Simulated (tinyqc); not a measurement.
# Long-channel MOSFET, surface-potential model: what changes with what

n-channel transistor on a uniformly doped p-type body, gradual-channel approximation, constant mobility, Boltzmann statistics, full ionisation. Potentials are counted from the neutral body; V is the electron quasi-Fermi potential, Vsb at the source and Vsb + Vds at the drain. Charges are magnitudes per area.

Values chosen for this exercise; material values close to those of silicon:

| symbol | value | unit | meaning |
|---|---|---|---|
| T | 300 | K | temperature |
| Eg | 1.13 | eV | band gap |
| eps_r | 11.9 |  | relative permittivity of the semiconductor |
| Nc | 2.79e19 | cm^-3 | conduction-band density of states at T |
| Nv | 2.62e19 | cm^-3 | valence-band density of states at T |
| Na | 4.3e16 | cm^-3 | acceptor density of the body |
| eox | 3.87 |  | relative permittivity of the gate insulator |
| tox | 4 | nm | insulator thickness |
| Vfb | -0.68 | V | flat-band voltage |
| mu | 200 | cm^2/(V s) | channel mobility |
| W | 5 | um | gate width |
| L | 2 | um | gate length |
| Vsb | 0 | V | source-body reverse bias |
| Vgs | 0.25 | V | gate-source voltage |
| Vds | 0.8 | V | drain-source voltage |

Constants: q = 1.602176634e-19 C, kB = 1.380649e-23 J/K, Vt = kB T/q, eps0 = 8.8541878128e-14 F/cm where lengths are in cm. Results are converted to the units shown.

Each table varies one quantity; the others keep the values above.

## Effect of the acceptor density of the body

ni = sqrt(Nc Nv) exp(-Eg/(2 Vt)), Eg in volts; phiF = Vt ln(Na/ni); Cox = eps0 eox/tox; gamma = sqrt(2 q eps0 eps_r Na)/Cox. The surface potential psi at channel potential V solves Vgs + Vsb - Vfb - psi = gamma sqrt(G), G = psi - Vt + Vt exp((psi - 2 phiF - V)/Vt). Charge sheet: Qi = Cox gamma [sqrt(G) - sqrt(psi - Vt)]; I = mu (W/L) [integral of Qi dpsi from psi_0 to psi_L (drift) + Vt (Qi0 - QiL) (diffusion)], with psi_0 at V = Vsb and psi_L at V = Vsb + Vds. VT = Vfb + 2 phiF + gamma sqrt(2 phiF + Vsb), m = 1 + gamma/(2 sqrt(2 phiF + Vsb)). The swing is 20 mV/log10[I(VT - 0.14 V)/I(VT - 0.16 V)] of the charge-sheet current at the given Vds.

Result of one run:

| Na (cm^-3) | gamma (V^0.5) | VT (V) | m | swing (mV/decade) | I at Vgs, Vds (uA) |
|---|---|---|---|---|---|
| 1.5e16 | 0.08307 | 0.1340 | 1.048 | 64.24 | 0.4631 |

What becomes of these results when the acceptor density of the body Na is changed from 1.5e16 to 9.3e16 cm^-3, all else the same?

Result of the changed run:

| Na (cm^-3) | gamma (V^0.5) | VT (V) | m | swing (mV/decade) | I at Vgs, Vds (uA) |
|---|---|---|---|---|---|
| 9.3e16 | 0.2069 | 0.3459 | 1.113 | 68.32 | 0.001387 |

The whole series:

| Na (cm^-3) | gamma (V^0.5) | VT (V) | m | swing (mV/decade) | I at Vgs, Vds (uA) |
|---|---|---|---|---|---|
| 4.3e15 | 0.04448 | 0.03440 | 1.027 | 63.00 | 1.937 |
| 8e15 | 0.06067 | 0.08099 | 1.036 | 63.51 | 1.102 |
| 1.5e16 | 0.08307 | 0.1340 | 1.048 | 64.24 | 0.4631 |
| 2.7e16 | 0.1115 | 0.1907 | 1.063 | 65.18 | 0.1287 |
| 5e16 | 0.1517 | 0.2607 | 1.085 | 66.51 | 0.01769 |
| 9.3e16 | 0.2069 | 0.3459 | 1.113 | 68.32 | 0.001387 |
| 1.7e17 | 0.2797 | 0.4484 | 1.150 | 70.68 | 7.457e-5 |

As Na goes from 4.3e15 to 1.7e17 cm^-3, VT rises from 0.0344 to 0.448 V, the swing rises from 63.0 to 70.7 mV a decade and the current falls from 1.94 to 7.46e-5 uA. The swing is 3.0 % above m Vt ln 10 in the first row and 3.2 % above it in the last. The gate voltage is below VT in 3 of the 7 rows.

## Effect of the source-body reverse bias

Same model as above.

The same in every row: gamma (V^0.5) = 0.1407.

Effect of the source-body reverse bias:

| Vsb (V) | VT (V) | m | swing (mV/decade) | I at Vgs, Vds (uA) |
|---|---|---|---|---|
| 0 | 0.2424 | 1.079 | 66.15 | 0.03044 |
| 0.5 | 0.2770 | 1.062 | 64.21 | 0.007056 |
| 1 | 0.3054 | 1.052 | 63.32 | 0.002103 |
| 1.5 | 0.3300 | 1.046 | 62.78 | 7.384e-4 |
| 2 | 0.3521 | 1.042 | 62.42 | 2.905e-4 |
| 2.5 | 0.3722 | 1.039 | 62.16 | 1.244e-4 |
| 3 | 0.3909 | 1.036 | 61.95 | 5.689e-5 |

As Vsb goes from 0 to 3 V, VT rises from 0.242 to 0.391 V, the swing falls from 66.1 to 62.0 mV a decade and the current falls from 0.0304 to 5.69e-5 uA. The swing is 3.0 % above m Vt ln 10 in the first row and 0.45 % above it in the last. The gate voltage is below VT in 6 of the 7 rows.

## Transfer curve from weak to strong inversion

Pao-Sah: Qi(V) = (Cox gamma/2) integral from 3 Vt to psi of exp((u - 2 phiF - V)/Vt)/sqrt(G(u, V)) du, and I = mu (W/L) integral of Qi dV from Vsb to Vsb + Vds. Square law: VT = Vfb + 2 phiF + gamma sqrt(2 phiF + Vsb), m = 1 + gamma/(2 sqrt(2 phiF + Vsb)), I = mu Cox (W/L) [(Vgs - VT) v - m v^2/2] with v the smaller of Vds and (Vgs - VT)/m, and zero below VT. gm = dI/dVgs of the charge-sheet current.

Transfer curve from weak to strong inversion:

| Vgs (V) | I, charge sheet (uA) | I, Pao-Sah (uA) | drift share (%) | gm/I (1/V) | I, square law (uA) |
|---|---|---|---|---|---|
| 0.04 | 2.087e-5 | 2.137e-5 | 0.003339 | 34.65 | 0 |
| 0.13 | 4.777e-4 | 4.875e-4 | 0.07671 | 34.90 | 0 |
| 0.21 | 0.007771 | 0.007923 | 1.224 | 34.63 | 0 |
| 0.3 | 0.1463 | 0.1509 | 16.52 | 28.78 | 0.6589 |
| 0.39 | 1.139 | 1.201 | 48.70 | 17.37 | 4.326 |
| 0.48 | 3.947 | 4.186 | 67.57 | 11.02 | 11.21 |
| 0.56 | 8.387 | 8.884 | 76.36 | 8.091 | 20.03 |
| 0.65 | 15.81 | 16.69 | 82.15 | 6.157 | 32.98 |
| 0.74 | 25.95 | 27.29 | 85.77 | 4.942 | 49.16 |

The charge-sheet current rises from 2.09e-5 to 25.9 uA. In the first row gm/I is 34.6 1/V, a swing of 66.5 mV a decade, against Vt ln 10 = 59.5 mV a decade for an ideal gate; in the last it is 4.94 1/V. Drift passes half of the current at Vgs = 0.48 V among the rows listed (VT = 0.242 V). The charge sheet departs most from Pao-Sah at Vgs = 0.48 V, where it is 5.7 % below it. In the last row the square law is 80 % above Pao-Sah. For Vgs = 0.65 to 0.74 V the surface electron density at the source passes 0.3 Nc, where degeneracy and quantisation, left out here, matter.

tinyqc, about 0.04 s, one thread, Intel Xeon 2.30GHz (shared host): `OMP_NUM_THREADS=1 python tinyqc.py 2360048 2360049 out.jsonl`
